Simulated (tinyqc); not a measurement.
Double-gate transistor below threshold, two-dimensional Poisson equation on a small mesh: two steps of the calculation.

Half of a symmetric double-gate structure: row 0 is the mid-plane of the body, where the normal field vanishes. Mobile charge is neglected (subthreshold), the body is fully depleted, and potentials are counted from the intrinsic level; rows run upward to the gate, columns from source to drain.

Values chosen for this exercise: temperature T = 325 K; potential of the source Vbi = 0.55 V.

Constants: q = 1.602176634e-19 C, kB = 1.380649e-23 J/K, Vt = kB T/q. Results are converted to the units shown.

Question 1. Over-relaxation sweep (omega = 1.3). Free nodes: rows 0..2, columns 1..3, taken row by row from row 0, left to right. t = (up psi(above) + dn psi(below) + lat [psi(left) + psi(right)] + s)/(up + dn + 2 lat), with the newest neighbours; psi(new) = psi + 1.3 (t - psi).

psi at the start (fixed values on the edges, free nodes at the gate value) (V):
```
               j=0          j=1          j=2          j=3          j=4
row 0   0.55000000  -0.03000000  -0.03000000  -0.03000000   0.85000000
row 1   0.55000000  -0.03000000  -0.03000000  -0.03000000   0.85000000
row 2   0.55000000  -0.03000000  -0.03000000  -0.03000000   0.85000000
row 3  -0.03000000  -0.03000000  -0.03000000  -0.03000000  -0.03000000
```

up, row 0 to 2: [19.34, 19.34, 14.594595]
dn, row 0 to 2: [0, 19.34, 19.34]
lat, row 0 to 2: [2.4175000, 4.835, 5.1925000]
s, row 0 to 2 (V): [0, 0, 0]

Give: psi after iteration 1.

Answer 1.

psi after iteration 1 (V):
```
            j=0       j=1       j=2       j=3       j=4
row 0   0.55000   0.04540  -0.02020   0.08567   0.85000
row 1   0.55000   0.08461  -0.01000   0.14715   0.85000
row 2   0.55000   0.12335   0.00470   0.20981   0.85000
row 3  -0.03000  -0.03000  -0.03000  -0.03000  -0.03000
```

Question 2. Barrier, swing and barrier lowering. The barrier is read along row 0, the path farthest from the gate. Take the node j of lowest psi: barrier Vbi - psi_j; swing Vt ln 10/(d psi_j/dVg); DIBL = (d psi_j/dVd)/(d psi_j/dVg). The derivatives solve the same equations with s = 0 and a unit change of that voltage.

converged psi (V):
```
               j=0          j=1          j=2          j=3          j=4
row 0   0.55000000   0.29740818   0.24826854   0.41613590   0.85000000
row 1   0.55000000   0.27197666   0.22114267   0.38288631   0.85000000
row 2   0.55000000   0.18974780   0.14087238   0.27329420   0.85000000
row 3  -0.03000000  -0.03000000  -0.03000000  -0.03000000  -0.03000000
```

d psi/dVg on row 0: j=0 0.00000000, j=1 0.47017529, j=2 0.61881022, j=3 0.47017529, j=4 0.00000000
d psi/dVd on row 0: j=0 0.0000000, j=1 0.0670328, j=2 0.1905949, j=3 0.4627919, j=4 1.0000000

Find: j; barrier; swing; DIBL.

Answer 2.

j = 2
barrier = 0.30173 V
swing = 104.21 mV/decade
DIBL = 308.00 mV/V

tinyqc, about 0.09 s, one thread, Intel Xeon 2.30GHz (shared host): `OMP_NUM_THREADS=1 python tinyqc.py 2480056 2480057 out.jsonl`
